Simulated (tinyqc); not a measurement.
KAI against NLS in time: switching kinetics of a ferroelectric film and the memory window of a ferroelectric gate stack. Computed by tinyqc, a small Python program. Command: `OMP_NUM_THREADS=1 python tinyqc.py 3022811 3022812 out.jsonl feswitch walk`. One thread of a shared host (Intel(R) Xeon(R) Processor @ 2.30GHz), about 0.02 s of CPU time with the checks.

Fields in MV/cm; 1 microcoulomb/cm^2 over eps_0 is 11.29409 MV/cm. In the stack (metal, ferroelectric, interlayer, channel) the channel is taken as a conductor.

Inputs (values chosen for the exercise, for a model film): dimension n = 2; half width w of log10 t = 0.71.

Method. KAI: 1 - exp[-(t/t1)^n]. NLS: the same kernel averaged over the Lorentzian F = (1/pi) w/[(z - log10 t1)^2 + w^2] in z = log10 tau.

Switched share:
```
log10(t/t1)     KAI      NLS
-3.0         0.0000  0.07784
-2.0         0.0001  0.11780
-1.0         0.0100  0.22748
-0.5         0.0952  0.35619
-0.2         0.3284  0.46664
0.0          0.6321  0.54686
0.2          0.9189  0.62344
0.5          1.0000  0.71790
1.0          1.0000  0.81516
2.0          1.0000  0.89601
3.0          1.0000  0.92841
```

KAI goes from 10 to 90 % within 0.67 decades of time; a Lorentzian of this width needs about 2 w tan(0.4 pi) = 4.4 decades. Three decades after t1, 7.2 % of the NLS film has not switched, and three decades before it 7.8 % already has: the tails set write margins and disturb errors.
